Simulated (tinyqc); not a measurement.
# Changing the dielectric constant eps

Model: formation energy of a charged point defect from supercell energies. Computed by tinyqc, a small Python program. Command: `OMP_NUM_THREADS=1 python tinyqc.py 3026657 3026658 out.jsonl formation sweep`. One thread of a shared host (Intel(R) Xeon(R) Processor @ 2.30GHz), about 0.01 s of CPU time with the checks.

The host is a compound AB. Making the defect adds n_A = -1, n_B = 0, n_X = 1 atoms to the cell. All total energies are inputs. E_F is counted from the valence-band maximum (VBM); x = 0 is A-rich and x = 1 B-rich growth.

Inputs (values chosen for the exercise, with gap and screening modelled on InP):
```
quantity                      value      unit
gap E_g                        1.34        eV
E_VBM of the host cell        3.069        eV
potential alignment dV       -0.031        eV
cell length L                  11.5  angstrom
mu_A of the pure element     -5.491        eV
formation enthalpy dH of AB  -0.809        eV
growth condition x             0.48         -
Fermi level E_F                1.07        eV
temperature T                  1400         K
site density N_s              5e+22     cm^-3
mu_X of the pure element     -2.637        eV
formation enthalpy of XB       -2.1        eV
```

Defect: impurity X on an A site. Supercell lattice: fcc.

charge states q: 2  1  0

E(defect, q) - E(host), in the order of q (eV): -2.055  2.09  6.216

Constants: e^2/(4 pi eps_0) = 14.39964548 eV angstrom; k_B = 8.617333262e-05 eV/K.

Method:
- dmu_A = x dH and dmu_B = (1 - x) dH, so that dmu_A + dmu_B = dH; mu = mu(element) + dmu. The impurity is held at its solubility limit: dmu_X = min(0, dH(XB) - dmu_B).
- The reservoir term is sum n_i mu_i.
- Image-charge correction of a point charge in a neutralising background: E_corr = q^2 alpha e^2/(4 pi eps_0) / (2 eps L), alpha = 2.888282 for a fcc array with L the cube root of the volume.
- E_f(q, E_F) = [E(defect, q) - E(host)] - sum n_i mu_i + q (E_VBM + dV + E_F) + E_corr(q).
- eps(q/q-1) = E_f(q - 1, 0) - E_f(q, 0).
- E_f(q, E_F) = E_f(q, 0) + q E_F.
- c_q = N_s exp(-E_f(q, E_F)/k_B T), with all degeneracy factors one and no vibrational entropy.

One run for each value:
```
dielectric constant eps  level (+2/+1) (eV)  level (+1/0) (eV)  lowest formation energy (eV)
4.0                                 -0.2492              0.636                         4.653
5.3                                  0.0835              0.747                         4.653
7.1                                  0.3429              0.833                         4.653
9.5                                  0.5360              0.898                         4.653
13.0                                 0.6897              0.949                         4.653
17.0                                 0.7879              0.982                         4.653
22.0                                 0.8604              1.006                         4.653
30.0                                 0.9262              1.028                         4.653
```

Over the rows, level (+2/+1) (eV) rises from -0.249 to 0.926; level (+1/0) (eV) rises from 0.636 to 1.03 (exponent d ln y / d ln x 0.57 between the first rows and 0.070 between the last); lowest formation energy (eV) does not change. The cell energies are held while eps moves, so this shows how much hangs on the correction, which scales as q^2/eps; a kink in the lowest E_f marks a level crossing E_F.

Caution (rows 4.00, 5.30, 7.10, 9.50, 13.0, 17.0): the largest image-charge correction in these energies, q^2 alpha e^2/(8 pi eps_0 eps L) with alpha = 2.888282, exceeds a quarter of the gap; the point-charge term alone is then a rough estimate, usually too large for a charge that is spread out.

Extremes, crossings and ranges named in words are read from the listed rows.
